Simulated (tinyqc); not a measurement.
Semiconductor laser, carrier and photon rate equations: one step of the calculation.

Carrier density N and photon density S in one mode: dN/dt = F1 = eta I/(q V) - (A N + B N^2 + C N^3) - vg g S; dS/dt = F2 = G vg g S + G be B N^2 - S/tp, with g = g0 ln(N/Ntr)/(1 + ec S). Output power P = Fo Eph S V/(G tp). No heating, no carrier transport.

Task. Threshold. gth = 1/(G vg tp), Nth = Ntr exp(gth/g0), Ith = q V (A Nth + B Nth^2 + C Nth^3)/eta. Above it S is near G tp eta (I - Ith)/(q V). Carrier lifetime at threshold Nth/(A Nth + B Nth^2 + C Nth^3).

Inputs (values chosen for the exercise):
- V = 2.4e-11 cm^3 (active volume)
- G = 0.106 (confinement factor)
- vg = 7.96e9 cm/s (group velocity)
- g0 = 1400 1/cm (gain coefficient)
- Ntr = 2.1e18 cm^-3 (transparency density)
- tp = 1.7 ps (photon lifetime)
- A = 1.5e8 1/s (defect recombination coefficient)
- B = 1.4e-10 cm^3/s (radiative coefficient)
- C = 1.2e-29 cm^6/s (Auger coefficient)
- eta = 0.88 (injection efficiency)
- I = 23 mA (drive current)

Constants: q = 1.602176634e-19 C. Results are converted to the units shown.

Find: gth; Nth; Ith; estimate of S; carrier lifetime.

Result.

gth = 697.2 1/cm
Nth = 3.455e18 cm^-3
Ith = 11.73 mA
estimate of S = 4.647e14 cm^-3
carrier lifetime = 1.287 ns

Numbers from tinyqc (`OMP_NUM_THREADS=1 python tinyqc.py 2840010 2840011 out.jsonl`; about 0.01 s on one thread of a shared Intel Xeon 2.30GHz).
